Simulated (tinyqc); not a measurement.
Diamond against structures with more neighbours: Stillinger-Weber potential for a tetrahedral semiconductor. Computed by tinyqc, a small Python program. Command: `OMP_NUM_THREADS=1 python tinyqc.py 3009591 3009592 out.jsonl swsi walk`. One thread of a shared host (Intel(R) Xeon(R) Processor @ 2.30GHz), about 0.04 s of CPU time with the checks.

With x = r/sigma: pair term eps A (B x^-4 - 1) exp(1/(x - a)); for each pair of neighbours j, k of atom i, three-body term eps lambda exp(gamma/(x_ij - a) + gamma/(x_ik - a)) (cos theta_jik + 1/3)^2; both vanish beyond x = a. A = 7.049556277, B = 0.6022245584, a = 1.8.

Inputs (values chosen for the exercise, modelled on silicon): energy scale eps = 2.056 eV; length scale sigma = 2.091 angstrom; three-body strength lambda = 18.9; gamma = 1.2.

Method. Each structure is relaxed in its neighbour distance d (lowest minimum for d between sigma and 1.7 sigma), with all neighbours inside the cut-off, second shells too where they fall inside.

Energies per atom (eV):
```
structure     first neighbours  d (angstrom)     pair  three-body    total  volume (angstrom^3)
diamond                      4        2.3471  -4.1120      0.0000  -4.1120               19.906
simple cubic                 6        2.5851  -5.4750      1.4668  -4.0083               17.276
bcc                          8        2.7840  -6.4068      2.3222  -4.0846               16.611
fcc                         12        2.9042  -6.4013      2.4165  -3.9847               17.320
```

What does the comparison show, and why?

The order is diamond < bcc < simple cubic < fcc, the lowest two 0.027 eV apart. Against diamond the pair energy changes by -1.36 (simple cubic), -2.29 (bcc), -2.29 (fcc) eV, while angles away from 109.47 degrees cost 1.47, 2.32, 2.42 eV; the bonds stretch to 2.90 angstrom in fcc to weaken that penalty.

Extremes, crossings and ranges named in words are read from the listed rows.
